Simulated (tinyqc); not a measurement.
Finite square well with mass mismatch (envelope functions): one step. Bound levels. Two cases, with inputs chosen for the exercise.

Problem. Solve the condition for each n (six at most). With A = cos(kL/2) for even and sin(kL/2) for odd levels, the probability in the barriers is Pb = (A^2/kappa)/(A^2/kappa + L/2 +/- sin(kL)/(2k)), + for even.

A square well of width L and depth V0, mass mw inside and mb outside, energies from the bottom of the well, c = hbar^2/2m0. k = sqrt(mw E/c), kappa = sqrt(mb (V0 - E)/c). psi and psi'/m are continuous at the walls (BenDaniel-Duke), so level n solves k L + 2 atan[(k/mw)/(kappa/mb)] = n pi.

Constants: hbar^2/2m0 = 3.80998211 eV angstrom^2.

Case 1.

Values chosen (near those of a GaAs well in AlGaAs; not measured data):
- L = 88 angstrom (well width)
- V0 = 0.17 eV (barrier height)
- mw = 0.0656 m0 (mass in the well)
- mb = 0.0844 m0 (mass in the barrier)

Case 2.

Values chosen (near those of the light valleys of a Si film in SiO2; not measured data):
- L = 12 angstrom (well width)
- V0 = 3.228 eV (barrier height)
- mw = 0.191 m0 (mass in the well)
- mb = 0.503 m0 (mass in the barrier)

Give: a table of n, parity, E (eV), k (1/angstrom), kappa (1/angstrom), Pb.

Solution.

Case 1.

Levels:

| n | parity | E (eV) | k (1/angstrom) | kappa (1/angstrom) | Pb |
|---|---|---|---|---|---|
| 1 | even | 0.0336 | 0.02405 | 0.05497 | 0.0662 |
| 2 | odd | 0.1261 | 0.04660 | 0.03118 | 0.3235 |

The lowest level lies at 45 % of the infinite-well value and decays into the barrier over 1/kappa = 18.2 angstrom.

Case 2.

Levels:

| n | parity | E (eV) | k (1/angstrom) | kappa (1/angstrom) | Pb |
|---|---|---|---|---|---|
| 1 | even | 0.5091 | 0.15976 | 0.59912 | 0.0581 |
| 2 | odd | 2.1674 | 0.32963 | 0.37419 | 0.2409 |

The lowest level lies at 37 % of the infinite-well value and decays into the barrier over 1/kappa = 1.7 angstrom. Above about 0.5 eV (from level 1 on) a parabolic band is a rough model.

Computed by tinyqc, one run a case: `OMP_NUM_THREADS=1 python tinyqc.py N N+1 out.jsonl` with N = 1252296, 1252348; one thread of a shared Intel(R) Xeon(R) Processor @ 2.30GHz, about 0.01 s a run at most.
